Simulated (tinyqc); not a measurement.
Spin coating of a resist or spin-on film: centrifugal thinning, evaporation and the final thickness (Emslie and Meyerhofer models): one step, computed by the program tinyqc. Command: `OMP_NUM_THREADS=1 python tinyqc.py 3112112 3112113 out.jsonl spincoat walk`. One thread of a shared host (Intel(R) Xeon(R) Processor @ 2.30GHz), about 0.07 s of CPU time with the checks.

A Newtonian film stays uniform over the wafer; solvent and solids have the same density and the concentration is uniform through the thickness.

Question. First explicit step of the full model. omega = 2 pi f/60; nu(c) = nu_s + k c^gamma; evaporation rate e = e0 sqrt(f/1000 rpm). Solids s and liquid l per area start at s = c0 h0, l = (1 - c0) h0. With h = h0 and c = c0: Q = K h^3, K = 2 omega^2/(3 nu); one Euler step of length dt = 0.01 h0/Q for s and l, ds/dt = -c Q, dl/dt = -(1 - c) Q - e.

Inputs (values chosen for the exercise, of the order of those of a polymer resist in an ester solvent): solids volume fraction c0 = 0.29; starting thickness h0 = 300 micrometre.

flow constant K = 3.444065e-04 1/(micrometre^2 s)

evaporation rate e = 0.3320392 micrometre/s

Give: Q; dt; s; l; Q/e at the start.

Answer.

Q = 9299 micrometre/s

dt = 3.226e-04 s

s = 86.13 micrometre

l = 210.9 micrometre

Q/e at the start = 28006

Caution: above a Reynolds number of about 3e5 the air flow near the rim turns turbulent, and evaporation is no longer uniform.
